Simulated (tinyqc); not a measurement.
From results back to parameters: inversion layer as a triangular well, valleys of the Ge type. Three cases, with inputs chosen for the exercise.

Problem. The spacing of the two lowest levels of one ladder was computed from a hidden sheet density Ns.

The field is taken as constant, e F = 4 pi (e^2/4 pi eps0)(Nd + eta Ns)/eps, with 1e12/cm^2 = 1e-4/angstrom^2, and the oxide as a hard wall at z = 0; c = hbar^2/2m0.

Level j of a valley lies at E_j = a_j (c (e F)^2/m_z)^(1/3) above the band edge at the surface, with the Airy zeros a_j = 2.338107, 4.087949, 5.520560, 6.786708, 7.944134, 9.022651, 10.040174, 11.008524, 11.936016, 12.828777, and has <z> = 2 E_j/(3 e F).

Constants: hbar^2/2m0 = 3.80998211 eV angstrom^2; e^2/(4 pi eps0) = 14.39964547 eV angstrom.

Find: F; Ns.

Method. e F = sqrt(m_z/c) [(E_1 - E_0)/(a_1 - a_0)]^(3/2), with a_0 and a_1 the first two zeros; then Ns = (eps e F/(4 pi e^2/4 pi eps0) - Nd)/eta.

Case 1.

Values chosen (near those of Ge; shifted at random, so the results belong to these values and not to a real crystal): m_z = 1.609 m0 (confinement mass); eps = 16.1 (dielectric constant); Nd = 0.15 x 1e12/cm^2 (depletion charge); eta = 0.5 (share of Ns in the effective field).

E_1 - E_0 = 40.0220 meV

Solution.

F = 0.2248 MV/cm
Ns = 3.70 x 1e12/cm^2

Case 2.

Values chosen (near those of Ge; shifted at random, so the results belong to these values and not to a real crystal): m_z = 0.1213 m0 (confinement mass); eps = 15.7 (dielectric constant); Nd = 2.1 x 1e12/cm^2 (depletion charge); eta = 0.75 (share of Ns in the effective field).

E_1 - E_0 = 266.9553 meV

Solution.

F = 1.0632 MV/cm
Ns = 9.50 x 1e12/cm^2

Case 3.

Values chosen (near those of Ge; shifted at random, so the results belong to these values and not to a real crystal): m_z = 0.1185 m0 (confinement mass); eps = 16.2 (dielectric constant); Nd = 2.7 x 1e12/cm^2 (depletion charge); eta = 0.5 (share of Ns in the effective field).

E_1 - E_0 = 194.4772 meV

Solution.

F = 0.6534 MV/cm
Ns = 6.30 x 1e12/cm^2

Computed by tinyqc, one run a case: `OMP_NUM_THREADS=1 python tinyqc.py N N+1 out.jsonl` with N = 1251904, 1252205, 1252333; one thread of a shared Intel(R) Xeon(R) Processor @ 2.30GHz, about 0.03 s a run at most.
